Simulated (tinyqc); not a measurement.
Inside a calculation. Method: Ewald sum of point charges, caesium chloride lattice. Computed by tinyqc, a small Python program that keeps every step. Command: `OMP_NUM_THREADS=1 python tinyqc.py 26055 26056 out.jsonl` (the two numbers bound the seeds that draw the settings). One thread of a shared host (Intel(R) Xeon(R) Processor @ 2.60GHz), about 0.05 s of CPU time with the checks.

## Ewald sum with eta = 0.352 1/bohr

cell vectors (rows) (bohr):
```
           1          2          3
1  10.760000   0.000000   0.000000
2   0.000000  10.760000   0.000000
3   0.000000   0.000000  10.760000
```

Charges:
```
q                f1        f2        f3
1.000000   0.000000  0.000000  0.000000
-1.000000  0.500000  0.500000  0.500000
```

Real space: 1/2 sum q_i q_j erfc(eta r)/r over all images with r > 0; reciprocal space: (2 pi/V) sum_(G != 0) exp(-G^2/4 eta^2)/G^2 |S(G)|^2 with S(G) = sum q exp(i G.r); self term -eta/sqrt(pi) sum q^2; background -pi Q^2/(2 V eta^2), Q the total charge.

Real-space shells (first ones):
```
r (bohr)   pairs  sum (hartree)
9.318433      16      -3.01e-06
10.760000     12       4.73e-08
15.216938     24              0
```

Reciprocal shells (first ones that count):
```
G^2 (1/bohr^2)  vectors  sum (hartree)
0.340985              6       0.178412
1.022955              8       0.020029
1.704925             24       0.009106
3.068864             30       0.000403
3.750834             24       0.000067
4.432804             24       0.000014
5.796744             48       1.39e-06
6.478714             24       1.57e-07
7.160684             48       7.18e-08
8.524623             30       2.41e-09
9.206593             32       6.00e-10
9.888563             72       3.18e-10
```

## The total does not depend on eta

The same sums for other eta.

Totals (hartree per cell):
```
eta            real  reciprocal       self  background        total
0.352000  -2.96e-06    0.208032  -0.397189    0.000000  -0.18915999
0.473000  -3.92e-10    0.344563  -0.533723    0.000000  -0.18915999
0.631000          0    0.522847  -0.712007    0.000000  -0.18915999
```

shortest distance = 9.318433 bohr

Madelung constant -E d / (formula units |q+ q-|) = 1.762675
